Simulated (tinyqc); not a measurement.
MOS inversion layer, Poisson-Schroedinger loop: mixing schemes compared.

Electrons confined at an insulator interface at z = 0, treated as a hard wall; parabolic valleys, Hartree approximation, no image or exchange terms. The depletion charge lies far deeper than the electrons and gives a uniform field q Nd/(eps0 eps_r); the gate balances all charge. Energies are counted from the band edge at the interface.

V0 = q Nd z/(eps0 eps_r) in eV.

Tridiagonal Hamiltonian with psi = 0 one step beyond both ends: H_ii = C (1/m_(i-1/2) + 1/m_(i+1/2))/hz^2 + V0_i + U_i, H_(i,i+1) = -C/(m_(i+1/2) hz^2), C = hbar^2/(2 m0). The lowest 2 level(s) are kept, normalised to hz sum |psi|^2 = 1. The mass is the same on all intervals.

Level k holds N_k = D_k Vt ln(1 + exp((EF - E_k)/Vt)) with D = 3 md1 m0 q/(pi hbar^2) per eV (spin included); EF is fixed by sum N_k = Ns.

n_i = sum_k N_k |psi_k|^2 (converted to cm^-3). Hartree part by Gauss: on the interval before node i the electrons still beyond are S_i = Ns - hz sum_(j<i) n_j, and U_i = U_(i-1) + q S_i hz/(eps0 eps_r) in eV, U_0 = 0 at the interface. Mixing: U(new) = U + a (U(out) - U).

Rounds from U = 0 until the largest |U(out) - U| is below 1e-7 eV (the round that meets it is counted). Anderson mixing of depth m keeps the last m inputs V and residuals F = V(out) - V(in), fits c by least squares to F = dF c over their successive differences dF, dV, and sets V(new) = V + a F - (dV + a dF) c.

Parameters, values chosen for the exercise; masses and permittivity close to those of 4H silicon carbide (0001):

| symbol | value | unit | meaning |
|---|---|---|---|
| T | 77 | K | temperature |
| eps_r | 9.79 |  | relative permittivity |
| mz1 | 0.325 | m0 | mass along z of valley set A (3 valley(s)) |
| md1 | 0.422 | m0 | in-plane density-of-states mass of set A |
| Ns | 1.4e13 | cm^-2 | sheet density of electrons |
| Nd | 1.2e12 | cm^-2 | sheet density of depletion charge |
| hz | 0.46 | nm | mesh step |

Constants: q = 1.602176634e-19 C, kB = 1.380649e-23 J/K, hbar = 1.054571817e-34 J s, m0 = 9.1093837015e-31 kg, Vt = kB T/q, eps0 = 8.8541878128e-14 F/cm where lengths are in cm, hbar^2/(2 m0) = 0.0380998212 eV nm^2. Results are converted to the units shown.

z, node 1 to 19 (nm): 0.46  0.92  1.38  1.84  2.3  2.76  3.22  3.68  4.14  4.6  5.06  5.52  5.98  6.44  6.9  7.36  7.82  8.28  8.74

Rounds needed:
```
a	depth m	rounds
1	plain	68
0.8	plain	19
0.6	plain	17
0.4	plain	30
0.2	plain	66
0.1	plain	138
0.5	2	14
0.5	4	10
0.5	8	10
```

What does the table show?

Among the plain runs a = 0.6 is fastest, with 17 rounds; larger factors overshoot and smaller ones creep. Anderson mixing needs 10 to 14 rounds.

tinyqc, about 0.3 s, one thread, Intel Xeon 2.30GHz (shared host): `OMP_NUM_THREADS=1 python tinyqc.py 2160101 2160102 out.jsonl`
